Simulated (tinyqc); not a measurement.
# Resonant-tunnelling diode, transfer matrices and Tsu-Esaki current: effect of the collector barrier

Emitter (band edge 0), barrier d1, well Lw, barrier d2, collector (edge -V). The bias drops linearly over these layers and none in the contacts; each layer is cut into ns equal slices, flat at the value of their centres. E is the energy of motion across the layers, C = hbar^2/(2 m0), psi and psi'/m are continuous. Transport is coherent, T(E) is taken as independent of the transverse momentum, and charge in the well is ignored.

For the pair (psi, psi'/m) a flat layer has M = [[cos kd, (m/k) sin kd], [-(k/m) sin kd, cos kd]] with k = sqrt(m (E - U)/C) above its edge U, and M = [[cosh Kd, (m/K) sinh Kd], [(K/m) sinh Kd, cosh Kd]] with K = sqrt(m (U - E)/C) below it. Later slices stand to the left. With M acting on (psi, psi'/m) and v = k/m in each lead, T(E) = 4 vL vR/[(vL vR M12 - M21)^2 + (vR M11 + vL M22)^2]. J = J0 times the integral over E > 0 of T(E) N(E), N = ln[(1 + exp((Ef - E)/Vt))/(1 + exp((Ef - V - E)/Vt))], J0 = q^2 mw m0 kB T/(2 pi^2 hbar^3) (times 1e-4 for A/cm^2 per eV). The integral is converged to the digits shown. The resonance is the first maximum of T(E) for E > 0, G its full width at half maximum.

Inputs (values chosen for the exercise); masses and offsets of a made-up heterostructure: temperature T = 300 K; mass in the well, spacer and contacts mw = 0.26 m0; barrier height U1 = 1 eV; barrier mass m1 = 0.49 m0; emitter barrier d1 = 0.8 nm; well width Lw = 1.7 nm; slices in each layer ns = 2; Fermi energy of both contacts above their band edges Ef = 0.12 eV; bias of the collector V = 0.21 V.

Constants: q = 1.602176634e-19 C, kB = 1.380649e-23 J/K, hbar = 1.054571817e-34 J s, m0 = 9.1093837015e-31 kg, Vt = kB T/q, hbar^2/(2 m0) = 0.0380998212 eV nm^2. Results are converted to the units shown.

Result of one run:
```
Er (eV),Tp,G (meV),J (kA/cm^2)
0.09032,0.9588,1.721,396.5
```

Which collector barrier d2 gave this result: 0.5, 0.6, 0.8 or 0.9 nm?

d2 = 0.9 nm.

The whole series:
```
d2 (nm),Er (eV),Tp,G (meV),J (kA/cm^2)
0.5,0.07594,0.1844,12.78,686.6
0.6,0.08000,0.3235,7.165,654.5
0.8,0.08714,0.7691,2.579,505.2
0.9,0.09032,0.9588,1.721,396.5
1.1,0.09607,0.8387,1.020,182.8
1.2,0.09870,0.6044,0.8941,109.0
1.4,0.1035,0.2298,0.8019,33.23
```

As d2 grows from 0.5 to 1.4 nm, G falls from 12.8 to 0.802 meV, Tp goes from 0.184 through a maximum of 0.959 (at d2 = 0.9 nm among the rows listed) to 0.230, and J falls from 687 to 33.2 kA/cm^2. The product G Tp changes by a factor of 0.0782 and J by 0.0484; the rest comes from the shift of Er (0.0759 to 0.104 eV) against the supply function and from current off resonance. In 2 of the 7 rows a layer is thinner than 0.8 nm, a few atomic planes, where an effective mass is a rough description.

tinyqc, about 0.2 s, one thread, Intel Xeon 2.30GHz (shared host): `OMP_NUM_THREADS=1 python tinyqc.py 2600109 2600110 out.jsonl`
